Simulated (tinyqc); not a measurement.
Inside a calculation. Method: FCI on RHF in the 6-31g basis, for He, spin multiplicity 1. One step of it, computed by the program tinyqc.

Question. FCI: roots. Diagonalise (each vector has its largest component positive (the first on a tie)); all determinants have Ms = 0, so triplets appear too. The lowest singlet root is the correlation energy.

Occupation strings over the orbitals (2 doubly, a alpha, b beta, 0 empty; spin orbitals ordered 1a 1b 2a 2b ...): 20 ab ba 02

H - E(HF) between determinants (hartree):
```
          20         ab         ba         02
20  0.000000   0.000000   0.000000   0.227670
ab  0.000000   1.683523  -0.227670   0.060937
ba  0.000000  -0.227670   1.683523  -0.060937
02  0.227670   0.060937  -0.060937   3.444050
```

Give: lowest roots of this matrix, relative to E(HF); lowest vectors; <S^2> of these roots; weight of the ground state by excitation level 0, 1, 2, ....

Answer.

lowest roots of this matrix, relative to E(HF) (hartree): -0.0150  1.4559  1.9064  3.4638

lowest vectors:
```
     root 1  root 2   root 3   root 4
20   0.9978  0.0000  -0.0066   0.0655
ab   0.0021  0.7071   0.7060   0.0391
ba  -0.0021  0.7071  -0.7060  -0.0391
02  -0.0657  0.0000  -0.0550   0.9963
```

<S^2> of these roots: 0.0000  2.0000  0.0000  0.0000

weight of the ground state by excitation level 0, 1, 2, ...: 0.9957  0.0000  0.0043
